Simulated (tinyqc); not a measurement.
Slow cooling against a quench: self-consistent Fermi level with native defects, at growth and after a quench. Computed by tinyqc, a small Python program. Command: `OMP_NUM_THREADS=1 python tinyqc.py 3013628 3013629 out.jsonl scfermi walk`. One thread of a shared host (Intel(R) Xeon(R) Processor @ 2.30GHz), about 0.04 s of CPU time with the checks.

Energies are counted from the top of the valence band (VBM); when the gap shrinks with temperature the conduction band moves and the levels stay. D and A draw on one reservoir with opposite signs, as the two vacancies of a compound do.

Inputs (values chosen for the exercise, with bands modelled on CdTe):
```
quantity,value,unit
gap E_g at 300 K,1.51,eV
slope -dE_g/dT above 300 K,0.00029,eV/K
electron mass m_e,0.0923,m_0
valleys M_c,1,-
hole mass m_h,0.624,m_0
E_f of the neutral native donor D,1.582,eV
E_f of the neutral native acceptor A,2.409,eV
shift s of the chemical potential,0.017,eV
site density N_s,4.7e+22,cm^-3
growth temperature T_g,938,K
temperature of use T,300,K
```

Added shallow dopant: none.

levels of D above the VBM, most positive state first (eV): [0.574, 0.873, 1.06]

levels of A above the VBM, (0/-1) first (eV): [0.36]

Constants: m_0 = 9.1093837015e-31 kg; k_B = 1.380649e-23 J/K; h = 6.62607015e-34 J s; k_B = 8.617333262e-05 eV/K.

Method:
- E_f(D, 0) = input + s and E_f(A, 0) = input - s; E_f(q, E_F = 0) follows from the levels, eps(q/q-1) = E_f(q - 1) - E_f(q) at E_F = 0.
- E_g(T) = E_g - slope x max(0, T - 300 K).
- N_c = 2 M_c (2 pi m_e k_B T/h^2)^(3/2) and N_v = 2 (2 pi m_h k_B T/h^2)^(3/2), masses in units of m_0.
- At growth T = T_g.
- n = N_c F_1/2((E_F - E_g)/k_B T), p = N_v F_1/2(-E_F/k_B T).
- F_1/2(eta) = (2/sqrt(pi)) int_0^infinity sqrt(x)/(1 + exp(x - eta)) dx, by the trapezoid rule in t = sqrt(x) with step 0.02 up to t = 12 (for eta < -12 by exp(eta) - exp(2 eta)/2^(3/2)).
- In equilibrium c_q = N_s exp(-(E_f(q, 0) + q E_F)/k_B T).
- Net charge = p - n + sum q c_q; the log ratio is ln(positive charge/negative charge).
- E_F is the root of the log ratio, by 50 bisections between -0.5 eV and E_g + 0.5 eV.
- After a quench the totals of D and A stay as grown, and each is shared among its charge states with weights exp(-(E_f(q, 0) + q E_F)/k_B T).
- Each E_F by bisection; full equilibrium lets the defects form and vanish at every T.

E_f(q, E_F = 0) (eV): D(+3) -0.908, D(+2) -0.334, D(+1) 0.539, D(0) 1.599, A(0) 2.392, A(-1) 2.752

total D = 4.77725e+15 cm^-3

total A = 2.52424e+12 cm^-3

Two histories (densities in cm^-3):
```
T (K),"E_F, equilibrium (eV)",n,p,all defects,"E_F, frozen (eV)","n, frozen","p, frozen"
810,0.82021,1.3267e+15,4.3258e+14,5.2932e+14,0.9242,5.8819e+15,9.7520e+13
680,0.80248,8.9843e+13,4.7628e+13,2.3677e+13,1.0180,3.5497e+15,1.2049e+12
560,0.79186,2.9484e+12,2.3578e+12,3.1876e+11,1.0951,1.5796e+15,4.3995e+09
430,0.78965,1.2050e+10,1.1798e+10,1.3223e+08,1.1624,2.8138e+14,5.0521e+05
300,0.79206,6.1158e+05,6.1149e+05,4.8953e+01,1.2171,8.4352e+12,4.4334e-02
```

What follows from these numbers?

At 300 K equilibrium would leave 49.0 defects per cm^3 against 4.78e15 frozen in, and E_F differs by +0.425 eV. The majority density of the quenched sample is 1.4e7 times the equilibrium one. Real samples lie between, set by the temperature at which diffusion stops.
